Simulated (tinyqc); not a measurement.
# Undoped symmetric double-gate MOSFET, analytic potential model: effect of the temperature

An undoped body of thickness ts between two equal insulators and tied gates; long channel, electrons only, n = ni exp((psi - V)/Vt) with V the quasi-Fermi potential (0 at the source, Vd at the drain), constant mobility, no quantisation. Across the body psi(x) = V - 2 Vt ln[(ts/(2 beta)) sqrt(q ni/(2 eps0 eps_r Vt)) cos(2 beta x/ts)], x from the centre. Q is the electron charge per area of the whole body.

Nc and Nv are given at 400 K and scale as (T/400 K)^1.5; Eg and mu are held fixed. ni = sqrt(Nc Nv) exp(-Eg/(2 Vt)), Eg in volts; r = eps_r tox/(eox ts); V0 = dphi + 2 Vt ln[(2/ts) sqrt(2 eps0 eps_r Vt/(q ni))]. beta (between 0 and pi/2) solves (Vg - V0 - V)/(2 Vt) = ln(beta) - ln(cos beta) + 2 r beta tan(beta). Q = 8 eps0 eps_r Vt beta tan(beta)/ts; I = mu (1/L)(4 eps0 eps_r/ts)(2 Vt)^2 [g(beta_s) - g(beta_d)] per width, g = beta tan(beta) - beta^2/2 + r beta^2 tan^2(beta), with beta_s at V = 0 and beta_d at V = Vd.  I(low) is taken at Vg = 0.28 V, Qs and I(high) at Vg = 1.03 V.

Parameters, values chosen for the exercise; material values those of a made-up semiconductor: band gap Eg = 1.13 eV; relative permittivity of the semiconductor eps_r = 11.4; conduction-band density of states at the reference temperature Nc = 4.11e19 cm^-3; valence-band density of states at the reference temperature Nv = 5.16e19 cm^-3; relative permittivity of the gate insulator eox = 3.97; insulator thickness tox = 3.2 nm; body thickness ts = 5 nm; gate work function less that of the intrinsic body dphi = 0.03 V; channel mobility mu = 450 cm^2/(V s); gate length L = 0.5 um; drain voltage Vd = 0.05 V.

Constants: q = 1.602176634e-19 C, kB = 1.380649e-23 J/K, Vt = kB T/q, eps0 = 8.8541878128e-14 F/cm where lengths are in cm. Results are converted to the units shown.

Effect of the temperature:
```
T (K)  V0 (V)  I(low) (nA/um)  Qs(high) (nC/cm^2)  I(high) (uA/um)
220    0.5648        0.001450               923.9            39.30
250    0.5593         0.01423               932.6            39.70
280    0.5537         0.08773               942.3            40.16
310    0.5479          0.3874               953.0            40.66
340    0.5420           1.336               964.5            41.19
370    0.5359           3.812               976.7            41.75
400    0.5298           9.381               989.4            42.34
430    0.5236           20.50                1003            42.95
```

As T goes from 220 to 430 K, I(low) rises from 0.00145 to 20.5 nA/um and I(high) rises from 39.3 to 42.9 uA/um. V0 falls from 0.565 to 0.524 V. In every row the surface density at the source at the higher gate voltage passes 0.3 Nc, where Boltzmann statistics fail. In every row the mobility is held fixed, though a real one changes with T. In every row the body is thin enough for quantum confinement, left out here, to raise the threshold.

Program tinyqc, `OMP_NUM_THREADS=1 python tinyqc.py 2440046 2440047 out.jsonl`; Intel Xeon 2.30GHz, shared host, one thread, about 0.01 s.
